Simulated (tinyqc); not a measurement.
Static screening by free carriers: one step. Fermi and screening wave vectors. Five cases, with inputs chosen for the exercise.

Problem. Also the effective Bohr radius aB = a0 eps/m and rs = (3/(4 pi n))^(1/3)/aB.

kF = (3 pi^2 n/Mv)^(1/3), EF = c kF^2/m with c = hbar^2/2m0, n in 1/angstrom^3 (1e-24 per 1/cm^3), e2 = e^2/(4 pi eps0). Thomas-Fermi: qTF^2 = 6 pi e2 n/(eps EF). Debye: qD^2 = 4 pi e2 n/(eps kB T).

Constants: hbar^2/2m0 = 3.80998211 eV angstrom^2; e^2/(4 pi eps0) = 14.39964547 eV angstrom; kB = 8.617333262e-05 eV/K; a0 (Bohr radius) = 0.5291772105 angstrom.

Give: kF; EF at 0 K; EF/kT; qTF; qD; aB; rs.

Case 1.

Values chosen (near those of Si; shifted at random, so the results belong to these values and not to a real crystal): n = 1.3e+18 1/cm^3 (carrier density); m = 0.3178 m0 (mass of one isotropic valley); Mv = 6 (valleys); eps = 11.6 (background dielectric constant); T = 300 K.

Solution.

kF = 0.018581 1/angstrom
EF at 0 K = 4.139 meV
EF/kT = 0.160
qTF = 0.085726 1/angstrom
qD = 0.028008 1/angstrom
aB = 19.32 angstrom
rs = 2.94

The gas is not degenerate, so the Debye value applies.

Case 2.

Values chosen (a free-electron density near that of Au; shifted at random, so the results belong to these values and not to a real crystal): n = 5.77e+22 1/cm^3 (carrier density); m = 1 m0 (mass of one isotropic valley); Mv = 1 (valleys); eps = 1 (background dielectric constant); T = 300 K.

Solution.

kF = 1.1955 1/angstrom
EF at 0 K = 5445 meV
EF/kT = 211
qTF = 1.6960 1/angstrom
qD = 20.097 1/angstrom
aB = 0.5292 angstrom
rs = 3.03

The gas is degenerate, so the Thomas-Fermi value applies. With rs above 1 exchange and correlation, left out here, are not small.

Case 3.

Values chosen (a free-electron density near that of Na; shifted at random, so the results belong to these values and not to a real crystal): n = 2.7e+22 1/cm^3 (carrier density); m = 1 m0 (mass of one isotropic valley); Mv = 1 (valleys); eps = 1 (background dielectric constant); T = 300 K.

Solution.

kF = 0.92810 1/angstrom
EF at 0 K = 3282 meV
EF/kT = 127
qTF = 1.4943 1/angstrom
qD = 13.747 1/angstrom
aB = 0.5292 angstrom
rs = 3.91

The gas is degenerate, so the Thomas-Fermi value applies. With rs above 1 exchange and correlation, left out here, are not small.

Case 4.

Values chosen (a free-electron density near that of Al; shifted at random, so the results belong to these values and not to a real crystal): n = 1.76e+23 1/cm^3 (carrier density); m = 1 m0 (mass of one isotropic valley); Mv = 1 (valleys); eps = 1 (background dielectric constant); T = 300 K.

Solution.

kF = 1.7337 1/angstrom
EF at 0 K = 1.145e+04 meV
EF/kT = 443
qTF = 2.0424 1/angstrom
qD = 35.099 1/angstrom
aB = 0.5292 angstrom
rs = 2.09

The gas is degenerate, so the Thomas-Fermi value applies. With rs above 1 exchange and correlation, left out here, are not small.

Case 5.

Values chosen (a free-electron density near that of Na; shifted at random, so the results belong to these values and not to a real crystal): n = 2.68e+22 1/cm^3 (carrier density); m = 1 m0 (mass of one isotropic valley); Mv = 1 (valleys); eps = 1 (background dielectric constant); T = 300 K.

Solution.

kF = 0.92580 1/angstrom
EF at 0 K = 3266 meV
EF/kT = 126
qTF = 1.4925 1/angstrom
qD = 13.696 1/angstrom
aB = 0.5292 angstrom
rs = 3.92

The gas is degenerate, so the Thomas-Fermi value applies. With rs above 1 exchange and correlation, left out here, are not small.

Computed by tinyqc, one run a case: `OMP_NUM_THREADS=1 python tinyqc.py N N+1 out.jsonl` with N = 1650109, 1650144, 1650438, 1650542, 1650604; one thread of a shared Intel(R) Xeon(R) Processor @ 2.30GHz, about 0.01 s a run at most.
